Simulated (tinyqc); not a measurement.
Ratio and sensitivities against delay: time-domain thermoreflectance: layered heat flow under a modulated pulse train, and what the signal ratio measures. Computed by tinyqc, a small Python program. Command: `OMP_NUM_THREADS=1 python tinyqc.py 3111374 3111375 out.jsonl tdtr walk`. One thread of a shared host (Intel(R) Xeon(R) Processor @ 2.30GHz), about 0.1 s of CPU time with the checks.

Pulses repeat at 80 MHz; heat is laid down at the surface, all layers are isotropic.

Inputs (values chosen for the exercise, modelled on aluminium on sapphire): metal thickness d = 62 nm; metal conductivity = 150 W/(m K); metal heat capacity = 2.42 MJ/(m^3 K); boundary conductance G under the metal = 43 MW/(m^2 K); substrate conductivity kappa = 32.5 W/(m K); substrate heat capacity C = 3.02 MJ/(m^3 K); modulation frequency f = 9.8 MHz; spot radius w (1/e^2, pump and probe) = 8.2 micrometre.

Stack: metal, substrate.

Method:
- For radial wave number k and angular frequency W each layer has u = sqrt(4 pi^2 k^2 + i W C/kappa) and gamma = kappa u. Surface impedance from below: Z = 1/gamma for the substrate; a layer of thickness L maps Z to (Z + tanh(u L)/gamma)/(1 + gamma Z tanh(u L)); a boundary adds 1/G.
- Response per absorbed watt H(W) = 2 pi int_0^(2/w) Z(k, W) exp(-pi^2 k^2 w^2) k dk by 20 Gauss-Legendre points.
- Signal: X + iY = sum_(m = -M..M) H(2 pi (f + m f_r)) exp(i 2 pi m f_r t) exp(-pi (m/M)^2 x 4), f_r = 80 MHz, M = 4000, with H(-W) the complex conjugate of H(W); V_in = X, V_out = Y, ratio = -V_in/V_out.
- Sensitivity S = ln(ratio'/ratio)/ln(1.01) for a rise of one input by 1 %.

Ratio and sensitivities:
```
t (ps)   ratio  S to kappa    S to G   S to d   S to C     S to w
100     6.9116     0.38168   0.48837  -1.2496  0.37801  -0.063736
200     6.5012     0.36788   0.44243  -1.1765  0.36425  -0.060866
400     5.8087     0.34429   0.36444  -1.0519  0.34073  -0.056005
800     4.7759     0.30882   0.24561  -0.8625  0.30532  -0.048754
1500    3.6105     0.26902   0.10367  -0.6405  0.26544  -0.040660
2500    2.6269     0.23658  -0.03105  -0.4398  0.23266  -0.034096
4000    1.7906     0.21173  -0.17292  -0.2462  0.20692  -0.029216
```

The largest sensitivity in size at 100 ps is to d (-1.25). The sensitivity to G changes sign between 1500 and 2500 ps, which helps to separate G from inputs whose sensitivity keeps its sign. kappa and C enter almost alike, through the effusivity. At 400 ps an error of 3 % in d passes on as 9 % in kappa.

Extremes, crossings and ranges named in words are read from the listed rows.
